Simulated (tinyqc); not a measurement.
Single-photon avalanche diode, trigger probability and counting: effect of the width of the multiplication layer.

A multiplication layer of width W with the uniform field V/W; alpha = an exp(-bn/E) for electrons, beta = ap exp(-bp/E) for holes (local model, no dead space). a = alpha W, b = beta W. Electrons enter at x = 0, holes at x = W. P0 is the probability that an electron entering at 0 starts a lasting avalanche, PW the same for a hole entering at W.

Breakdown: ln(a/b) = a - b with a not equal to b. Above it PW/(1 - PW) = [P0/(1 - P0)] exp(b - a) and b ln(1 - P0) = a ln(1 - PW); the mean over pairs made evenly in the layer is Pm = ln[(1 - PW)/(1 - P0)]/(a - b). The excess bias is 10 % of VB in every row.

Parameters, values chosen for the exercise; ionisation coefficients close to those of silicon: electron prefactor an = 7.06e5 1/cm; electron field bn = 1.2 MV/cm; hole prefactor ap = 1.59e6 1/cm; hole field bp = 1.98 MV/cm.

Result of one run:
```
W (um)  VB (V)  E at VB (MV/cm)  beta/alpha at VB      P0      PW
0.25     12.03           0.4813            0.4454  0.5670  0.3508
```

What becomes of these results when the width of the multiplication layer W is changed from 0.25 to 5 um, all else the same?

Result of the changed run:
```
W (um)  VB (V)  E at VB (MV/cm)  beta/alpha at VB      P0      PW
5        122.4           0.2447           0.09297  0.9360  0.2893
```

The whole series:
```
W (um)  VB (V)  E at VB (MV/cm)  beta/alpha at VB      P0      PW
0.15     8.584           0.5723            0.5763  0.4701  0.3392
0.25     12.03           0.4813            0.4454  0.5670  0.3508
0.41     17.08           0.4165            0.3461  0.6550  0.3538
0.67     24.58           0.3669            0.2688  0.7334  0.3502
1.1      35.99           0.3272            0.2077  0.8016  0.3410
1.8      53.13           0.2952            0.1603  0.8572  0.3275
3        80.31           0.2677            0.1222  0.9024  0.3098
5        122.4           0.2447           0.09297  0.9360  0.2893
```

As W grows, VB rises from 8.58 to 122 V, as W^(0.76) on average, the breakdown field falls from 0.572 to 0.245 MV/cm and beta/alpha falls from 0.576 to 0.0930. At equal relative excess P0 rises from 0.470 to 0.936 and PW goes from 0.339 through a maximum of 0.354 (at W = 0.41 um among the rows listed) to 0.289. For W = 0.15, 0.25 dead space and band-to-band tunnelling, left out here, matter.

Program tinyqc, `OMP_NUM_THREADS=1 python tinyqc.py 2630055 2630056 out.jsonl`; Intel Xeon 2.30GHz, shared host, one thread, about 0.01 s.
